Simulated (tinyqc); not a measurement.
Comparisons within one model: Stoner model of a band ferromagnet. A value that a table varies takes the place of the one given here.

Density of states per atom and spin: triangular, D(e) = (4 M/W^2) (W/2 - |e|). Levels e -/+ I m/2 for up and down spin, m = n_up - n_down, n_up + n_down = nd. At zero temperature e(N) is the energy below which N states lie, and E(m) = sum over spins of integral e D de - I m^2/4.

Inputs chosen for the exercise: W = 5.5 eV (band width, e from -W/2 to W/2); M = 5 (states per atom and spin); nd = 9.25 (electrons per atom); I = 1.3 eV (Stoner parameter).

## Moment against the Stoner parameter

Lowest state for each I.

Results:
```
I (eV)  I D(EF)  m (muB)  E - E(0) (meV)
0.86      0.606    0.000             0.0
1.14      0.803    0.000             0.0
1.28      0.901    0.000             0.0
1.42      1.000    0.000             0.0
1.57      1.106    0.579            -7.1
1.78      1.253    0.722           -30.5
2.13      1.500    0.750           -78.9
2.56      1.803    0.750          -139.4
```

What can be read from the table?

A moment first appears at I = 1.57 eV of those listed, where I D(EF) = 1.106. It is saturated at 0.750 from I = 2.13 eV on.

## Moment against band filling

Rigid band, I fixed: a Slater-Pauling curve.

Results:
```
nd   I D(EF)  m (muB)  m_max
3.0    1.831    3.000    3.0
4.0    2.114    4.000    4.0
5.0    2.364    5.000    5.0
6.0    2.114    4.000    4.0
6.5    1.978    3.500    3.5
7.0    1.831    3.000    3.0
7.5    1.671    2.500    2.5
8.0    1.495    2.000    2.0
8.5    1.295    1.472    1.5
9.0    1.057    0.613    1.0
9.5    0.747    0.000    0.5
```

What does this show?

Magnetic fillings among those listed: 3.0, 4.0, 5.0, 6.0, 6.5, 7.0, 7.5, 8.0, 8.5 and 9.0; the largest moment is 5.00 at nd = 5. At 3.0, 4.0, 5.0, 6.0, 6.5, 7.0, 7.5 and 8.0 the moment is saturated and follows m_max, changing by one per electron.

## What moves the moment

Lowest state for each case. Each row changes one parameter from the base and keeps the others.

Results:
```
case          I D(EF)  m (muB)  E - E(0) (meV)
base            0.915    0.000             0.0
W = 5.06 eV     0.995    0.000             0.0
I = 1.404 eV    0.989    0.000             0.0
nd = 8.95       1.083    0.745            -7.6
```

How do the results move?

The largest shifts from the base row, up to three for each result and ties (the steps differ in size, so this ranks the rows, not the parameters). I D(EF): nd +0.168, W +0.080, I +0.073. m (muB): nd +0.745; unchanged at the printed digits by W and I. E - E(0) (meV): nd -7.6; unchanged at the printed digits by W and I.

Program tinyqc; command `OMP_NUM_THREADS=1 python tinyqc.py 1650285 1650286 out.jsonl`; about 0.3 s on one thread of a shared Intel(R) Xeon(R) Processor @ 2.30GHz.
